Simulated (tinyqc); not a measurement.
Inside a calculation. Method: Pariser-Parr-Pople SCF with singles CI, for the molecule C=CC1=CC=CC1=C (SMILES; centres numbered as the heavy atoms are written). One step of it, computed by the program tinyqc.

Question. Iteration 2: orbitals and new P. Diagonalise F (the basis is taken as orthonormal) and form P = 2 sum c c over the lowest orbitals.

F (eV), lower triangle:
```
           1C         2C         3C         4C         5C         6C         7C         8C
1C  -5.381469
2C  -5.806014  -5.340377
3C   0.123686  -3.938567  -5.454986
4C   0.736118  -0.025333  -5.190377  -5.094529
5C  -0.036403   0.120338   0.152180  -4.317913  -5.066444
6C  -0.327599   0.067635   0.952441   0.178202  -5.394843  -5.524896
7C   0.114021  -0.067435  -3.705985   0.206115   0.130579  -3.918452  -5.767592
8C   0.218072   0.192447  -0.462016   0.505750   0.581765  -0.391632  -5.555672  -5.738576
```

pi electrons, sum of z_r less the charge = 8

Give: orbital energies; P after iteration 2.

Answer.

orbital energies (eV): -14.9200  -12.2062  -11.1495  -9.3527  -2.4248  0.5208  2.6791  3.4844

P after iteration 2, lower triangle:
```
         1C       2C       3C       4C       5C      6C      7C      8C
1C   1.0208
2C   0.9157   0.9966
3C  -0.0381   0.3884   1.0589
4C  -0.3188   0.0090   0.7639   1.0139
5C   0.0169  -0.0535  -0.0494   0.4876   1.0048
6C   0.2006  -0.0290  -0.3463  -0.0580   0.8152  1.0761
7C  -0.0545   0.0230   0.3293  -0.0661  -0.0413  0.3792  1.0023
8C  -0.1207  -0.0798   0.1730  -0.2629  -0.3006  0.1464  0.8592  0.8266
```
